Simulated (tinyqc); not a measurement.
Tunnelling through a gate dielectric, WKB transmission and Tsu-Esaki current: two steps of the calculation.

Electrons leave the emitter at x = 0. Energies E (motion across the layers) are in eV from the emitter Fermi level; the collector Fermi level lies at -V and offers states at every E. No charge in the dielectric and no image force: F1 = V/t1, U = phi1 - F1 x. With C = hbar^2/(2 m0), kappa = sqrt(m (U - E)/C) where U > E and 0 elsewhere; T(E) = exp(-S), S = 2 times the integral of kappa over x.

Inputs (values chosen for the exercise); dielectric values close to those of silicon nitride:

| symbol | value | unit | meaning |
|---|---|---|---|
| T | 300 | K | temperature |
| Ef | 0.36 | eV | Fermi energy of the emitter above its band bottom |
| me | 0.34 | m0 | emitter mass in the supply function |
| phi1 | 2.13 | eV | barrier of layer 1 above the emitter Fermi level at zero bias |
| m1 | 0.5 | m0 | tunnelling mass of layer 1 |
| t1 | 7.6 | nm | thickness of layer 1 |
| V | 2.4 | V | voltage across the dielectric |
| E | 0 | eV | energy of the electron followed |
| nc | 5 |  | cells in each layer |
| Ea | -0.21 | eV | lower end of the energy grid |
| Eb | 0.93 | eV | upper end of the energy grid |
| nE | 15 |  | points of the energy grid |

Constants: q = 1.602176634e-19 C, kB = 1.380649e-23 J/K, hbar = 1.054571817e-34 J s, m0 = 9.1093837015e-31 kg, Vt = kB T/q, hbar^2/(2 m0) = 0.0380998212 eV nm^2. Results are converted to the units shown.

Problem 1. WKB exponent by the midpoint rule. Cut each layer into nc equal cells, take U and kappa at the cell centres, and sum S = 2 sum kappa h.

Find: x; U; kappa; S; T(E).

Solution 1.

```
cell,x (nm),U (eV),kappa (1/nm)
0,0.7600,1.8900,4.9803
1,2.2800,1.4100,4.3016
2,3.8000,0.9300,3.4935
3,5.3200,0.4500,2.4301
4,6.8400,-0.0300,0.0000
```

S = 46.225
T(E) = 8.4091e-21

Problem 2. Current density on a coarse energy grid. Each layer adds (2/F) sqrt(m/C) [G(u at its left edge) - G(u at its right edge)] to S, with u = U - E (0 where negative) and G(u) = (2/3) u^1.5. The slope follows from 1/d = -dS/dE.

J = J0 times the integral of T(E) N(E) dE, N = ln[(1 + exp(-E/Vt))/(1 + exp((-E - V)/Vt))], J0 = q^2 me m0 kB T/(2 pi^2 hbar^3) (times 1e-4 for A/cm^2 per eV), by Simpson's rule on nE equally spaced points from Ea to Eb.

Give: E; T(E); N; T(E) N; J0; J.

Solution 2.

```
point,E (eV),T(E),N,T(E) N
0,-0.2100,1.668e-24,8.123,1.355e-23
1,-0.1286,2.834e-23,4.980,1.412e-22
2,-0.0471,4.579e-22,1.973,9.035e-22
3,0.0343,7.025e-21,0.2354,1.654e-21
4,0.1157,1.023e-19,0.01131,1.157e-21
5,0.1971,1.411e-18,4.876e-4,6.880e-22
6,0.2786,1.843e-17,2.090e-5,3.853e-22
7,0.3600,2.277e-16,8.959e-7,2.040e-22
8,0.4414,2.657e-15,3.840e-8,1.020e-22
9,0.5229,2.923e-14,1.646e-9,4.811e-23
10,0.6043,3.029e-13,7.054e-11,2.137e-23
11,0.6857,2.951e-12,3.023e-12,8.923e-24
12,0.7671,2.699e-11,1.296e-13,3.498e-24
13,0.8486,2.313e-10,5.554e-15,1.285e-24
14,0.9300,1.853e-9,2.381e-16,4.411e-25
```

J0 = 1.422e8 A/(cm^2 eV)
J = 6.232e-14 A/cm^2

The integrand peaks at E = 0.0343 eV among these points.

Numbers from tinyqc (`OMP_NUM_THREADS=1 python tinyqc.py 2540169 2540170 out.jsonl`; about 0.05 s on one thread of a shared Intel Xeon 2.30GHz).
